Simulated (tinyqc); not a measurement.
Against voltage: leakage through a gate insulator: direct, Fowler-Nordheim, trap-assisted and Poole-Frenkel currents. Computed by tinyqc, a small Python program. Command: `OMP_NUM_THREADS=1 python tinyqc.py 3025903 3025904 out.jsonl oxideleak walk`. One thread of a shared host (Intel(R) Xeon(R) Processor @ 2.30GHz), about 0.01 s of CPU time with the checks.

Electrons enter from the cathode Fermi level at x = 0; the conduction band of the insulator lies phi_b - e F x above it, F = V/t. WKB exponents use a parabolic band with mass m.

Inputs (values chosen for the exercise, with an insulator like Si3N4): thickness t = 3.7 nm; barrier phi_b = 2.18 eV; tunnelling mass m = 0.41 m_0; static constant eps_ox = 7.06; trap depth phi_t = 1.8 eV; trap density N_t = 2.3e+19 cm^-3; attempt rate nu_0 = 9e+13 1/s; activation of capture E_a = 0.32 eV; temperature T = 250 K.

Constants: e = 1.602176634e-19 C; hbar = 1.054571817e-34 J s; hbar^2/(2 m_0) = 3.80998212 eV angstrom^2; k_B = 8.617333262e-05 eV/K.

Method:
- For a level a distance phi(x) below the band, the WKB exponent is 2 int kappa dx with kappa = sqrt(m phi/(hbar^2/2m_0)); for a linear barrier from phi_1 down to phi_2 = max(phi_1 - e F d, 0) it is G = (4/3) sqrt(m/(hbar^2/2m_0)) (phi_1^(3/2) - phi_2^(3/2))/(e F).
- J_tun = e^3 F^2/(16 pi^2 hbar m phi_b) x exp(-G) / [1 - sqrt(phi_2/phi_b)]^2 with the free-electron mass in the cathode (m in m_0), phi_2 = max(phi_b - e V, 0): direct tunnelling for e V < phi_b, Fowler-Nordheim above. Image forces, back-flow and the limit on supply are left out, so J_tun is overstated below about 0.5 V.
- A trap at depth x lies phi_t below the band. Capture: tunnel at the cathode Fermi level from 0 to x (G_in from phi_1 = phi_b), rate nu_0 exp(-G_in - E_c/k_B T) with E_c = E_a + max(phi_b - phi_t - e F x, 0), the last term being the height of the trap above the cathode Fermi level. Emission: tunnel from the trap level to the anode (G_out from phi_1 = phi_t over t - x), rate nu_0 exp(-G_out - E_a/k_B T). Re-emission to the cathode follows from detailed balance, rate_back = rate_in exp(dE/k_B T) with dE = phi_b - phi_t - e F x. Each trap passes R = rate_in rate_out/(rate_in + rate_back + rate_out) electrons per second; filling from the anode is left out.
- J_TAT = e N_t int_0^t R dx by the midpoint rule on 400 intervals; the most effective depth is the midpoint with the largest R, rounded to 0.01 nm.

Currents:
```
V (V)  F (MV/cm)  J_tun (A/cm^2)  J_TAT (A/cm^2)  best depth (nm)
0.44       1.189      3.8006e-07      7.7231e-11             1.83
0.90       2.432      2.7818e-06      1.9705e-07             1.75
1.35       3.649      2.3660e-05      4.7975e-07             1.72
1.80       4.865      2.6722e-04      9.9794e-07             1.70
2.26       6.108      6.2886e-03      2.4363e-06             1.65
2.71       7.324      4.1538e-01      9.8781e-06             1.57
3.16       8.541      8.7226e+00      5.7015e-05             0.65
3.62       9.784      9.2982e+01      2.4578e-04             0.55
4.07      11.000      5.7693e+02      7.5102e-04             0.49
```

Tunnelling without traps rules in every row. Over the range J_tun grows by 9.2 decades and J_TAT by 7.0. The best depth moves towards the cathode as the field rises. The highest rows may lie beyond breakdown. Below about 0.5 V the formula for J_tun, which has no back-flow, overstates the current.

Extremes, crossings and ranges named in words are read from the listed rows.
